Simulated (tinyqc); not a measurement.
Changing the temperature T: non-radiative capture by multiphonon emission, one effective mode. Computed by tinyqc, a small Python program. Command: `OMP_NUM_THREADS=1 python tinyqc.py 3014465 3014466 out.jsonl capture sweep`. One thread of a shared host (Intel(R) Xeon(R) Processor @ 2.30GHz), about 0.04 s of CPU time with the checks.

The initial state (free carrier plus empty centre) lies dE above the final state; both have the same frequency and are displaced by dQ.

Inputs (values chosen for the exercise, for a model semiconductor):
```
quantity,value,unit
energy released dE,1.21,eV
phonon energy hbar omega,58.2,meV
Huang-Rhys factor S,3.65,-
electron-phonon coupling W,0.0043,eV/(u^(1/2) angstrom)
cell volume V,2290,angstrom^3
degeneracy g,2,-
broadening b,45,meV
carrier mass m,0.573,m_0
dielectric constant eps,7.85,-
defect density N_t,1e+17,cm^-3
```

Centre: repulsive.

Constants: hbar^2/u = 4.18015928e-03 eV angstrom^2; k_B = 8.617333262e-05 eV/K; hbar = 6.582119569e-16 eV s; Ry = 13.605693123 eV; k_B = 1.380649e-23 J/K; m_0 = 9.1093837015e-31 kg.

Method:
- dQ = sqrt(2 S (hbar^2/u)/hbar omega); relaxation energy lambda = S hbar omega; phonons needed P = dE/hbar omega; classical barrier E_b = (dE - lambda)^2/(4 lambda); occupation n = 1/(exp(hbar omega/k_B T) - 1).
- Huang-Rhys weight for a net emission of p phonons: L_p = exp(-S (2n + 1)) ((n + 1)/n)^(p/2) I_p(2 S sqrt(n (n + 1))), I_p the modified Bessel function.
- M_p = sum_m w_m <m_i|Q|(m + p)_f>^2 with Q counted from the final minimum and Boltzmann weights w_m for m = 0..24; <m_i|Q|k_f> = sqrt((hbar^2/u)/(2 hbar omega)) [sqrt(k) <m|k-1> + sqrt(k+1) <m|k+1>], with overlaps of oscillators displaced by d = sqrt(2 S) summed on 1500 points from -16 to 16 + d.
- The delta function is a Gaussian of standard deviation b at dE - p hbar omega.
- C_0 = V (2 pi/hbar) g W^2 sum_p M_p Gaussian_p. The sum runs over the seven p from round(P) - 3 to round(P) + 3; 1 angstrom^3 = 1e-24 cm^3.
- Sommerfeld factor of a repulsive centre: s(k) = 2 pi nu/(exp(2 pi nu) - 1), nu = sqrt(Ry*/E), Ry* = Ry m/eps^2, averaged over (2/sqrt(pi)) sqrt(x) exp(-x) dx with x = E/k_B T = t^2 (trapezoid, t to 6 in steps of 0.01).
- C = s C_0; v = sqrt(3 k_B T/m); sigma = C/v; tau = 1/(C N_t).

One run for each value:
```
temperature T (K),capture coefficient C (cm^3/s),C_0 (cm^3/s),Sommerfeld factor s,cross-section sigma (cm^2)
60,1.219e-22,8.647e-17,1.409e-06,1.766e-29
83,6.705e-22,8.679e-17,7.726e-06,8.262e-29
120,3.819e-21,9.065e-17,4.214e-05,3.914e-28
160,1.421e-20,1.050e-16,1.353e-04,1.261e-27
220,6.857e-20,1.607e-16,4.267e-04,5.190e-27
310,5.117e-19,4.052e-16,1.263e-03,3.263e-26
430,5.045e-18,1.617e-15,3.121e-03,2.731e-25
600,7.022e-17,1.007e-14,6.976e-03,3.218e-24
```

Describe and explain the trends.

Over the rows, capture coefficient C (cm^3/s) rises from 1.22e-22 to 7.02e-17 (exponent d ln y / d ln x 5.3 between the first rows and 7.9 between the last); C_0 (cm^3/s) rises from 8.65e-17 to 1.01e-14 (exponent d ln y / d ln x 0.011 between the first rows and 5.5 between the last); Sommerfeld factor s rises from 1.41e-6 to 0.00698 (exponent d ln y / d ln x 5.2 between the first rows and 2.4 between the last). The classical barrier (dE - S hbar omega)^2/(4 S hbar omega) is 1.171 eV and hbar omega/k_B is 675 K; well below that temperature C_0 is the tunnelling rate from the lowest level.

Caution (all rows): the largest term is not the one nearest energy conservation, so C_0 depends strongly on the broadening b. Caution (all rows): the effective Bohr radius is under 10 angstrom, so the effective-mass Sommerfeld factor is rough.

Extremes, crossings and ranges named in words are read from the listed rows.
